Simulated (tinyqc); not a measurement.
The same layer on three faces: band edges of strained Si(1-x)Ge(x) on relaxed Si(1-y)Ge(y).

Values are linear in the Ge fraction but for ED(x) = linear - CD x (1 - x) and a(x) = linear - Ca x (1 - x). Energies are on the common scale of Ev.

Coherent growth: e_par = (a(y) - a(x))/a(x). (001): e_perp = -2 (C12/C11) e_par; exx = eyy = e_par, ezz = e_perp, no shear. (111): e_perp = -(2 C11 + 4 C12 - 4 C44)/(C11 + 2 C12 + 4 C44) e_par; exx = eyy = ezz = (2 e_par + e_perp)/3 and exy = eyz = ezx = (e_perp - e_par)/3. (110): e_perp = -(C11 + 3 C12 - 2 C44)/(C11 + C12 + 2 C44) e_par; exx = eyy = (e_par + e_perp)/2, ezz = e_par, exy = (e_perp - e_par)/2, eyz = ezx = 0.

A valley with unit axis u lies at Ev + gap + (av + a_valley) tr(e) + Xu (u.e.u - tr(e)/3); the Delta axes are x, y, z and the L axes [111], [1-1-1], [-11-1], [-1-11]. The second-order shift of the Delta valleys under shear is left out; it lowers the pair normal to the sheared plane by tens of meV at a shear of 1 %.

Valence edges: Ev plus the levels of the 6 x 6 matrix of X, Y, Z times spin with -Dso/3 + l exx + m (eyy + ezz) on the diagonal (cyclic), n exy off it, l = av + 2 b, m = av - b, n = sqrt(3) d. Spin-orbit term (Dso/3) L.sigma on X, Y, Z with (L_k)_ij = -i epsilon_kij: <X+|H|Y+> = -i Dso/3, <X+|H|Z-> = Dso/3, <Y+|H|Z-> = -i Dso/3, <Z+|H|X-> = -Dso/3, <Z+|H|Y-> = i Dso/3, <X-|H|Y-> = i Dso/3, and their conjugates; + and - are the spin along z.

Parameters, chosen for this exercise (end members near Si and Ge, in this order; the results hold for these values, not for the real material): a = (5.431, 5.661) angstrom (lattice constant); Dso = (0.044, 0.289) eV (spin-orbit splitting); av = (2.47, 1.22) eV (valence hydrostatic potential); b = (-2.1, -2.54) eV (tetragonal shear potential); d = (-4.78, -5.23) eV (trigonal shear potential); C11 = (165.8, 127.6) GPa; C12 = (64.8, 48.3) GPa; C44 = (78.8, 65.8) GPa; Ev = (0, 0.62) eV (top of the unstrained valence band); ED = (1.158, 0.917) eV (gap to the Delta valleys); EL = (2.028, 0.73) eV (gap to the L valleys); aD = (1.89, 1.36) eV (hydrostatic potential of the Delta gap); aL = (-2.93, -2.56) eV (hydrostatic potential of the L gap); XuD = (9.05, 9.78) eV (uniaxial potential, Delta); XuL = (15.89, 15.05) eV (uniaxial potential, L); CD = 0.23 eV (bowing of the Delta gap); Ca = 0.027 angstrom (bowing of the lattice constant); x = 0.41 (Ge fraction of the layer); y = 0 (Ge fraction of the relaxed buffer).

dEc = Ec(buffer) - Ec(layer), dEv = Ev(layer) - Ev(buffer); buffer edges Ev(y) and Ev(y) + min(ED, EL). The digit behind Delta or L counts whole valleys.

Cases:
```
face
(001)
(111)
(110)
```

Rank the cases by gap (eV), lowest first.

Answer: (001), (110), (111).

Results:
```
face   e_par (%)  lowest valleys  gap (eV)  next valleys above (meV)  valence splitting (meV)  dEc (eV)  dEv (eV)  Delta spread (meV)  L spread (meV)
(001)      -1.59          Delta4     0.819                       264                       69     0.059     0.280                 264               0
(111)      -1.59          Delta6     0.897                       525                       70    -0.009     0.270                   0             313
(110)      -1.59          Delta2     0.823                       111                       72     0.061     0.274                 111             247
```

On (001) only the Delta valleys split (264 meV), on (111) only the L valleys (313 meV), on (110) both (111 and 247 meV). The lowest valleys are Delta4 on (001), Delta6 on (111) and Delta2 on (110); the smallest gap is 0.819 eV on (001) and the largest 0.897 eV on (111).

Run: tinyqc, `OMP_NUM_THREADS=1 python tinyqc.py 1050751 1050752 out.jsonl`; Intel(R) Xeon(R) Processor @ 2.30GHz, one thread, shared host; about 0.01 s of CPU time with all checks.
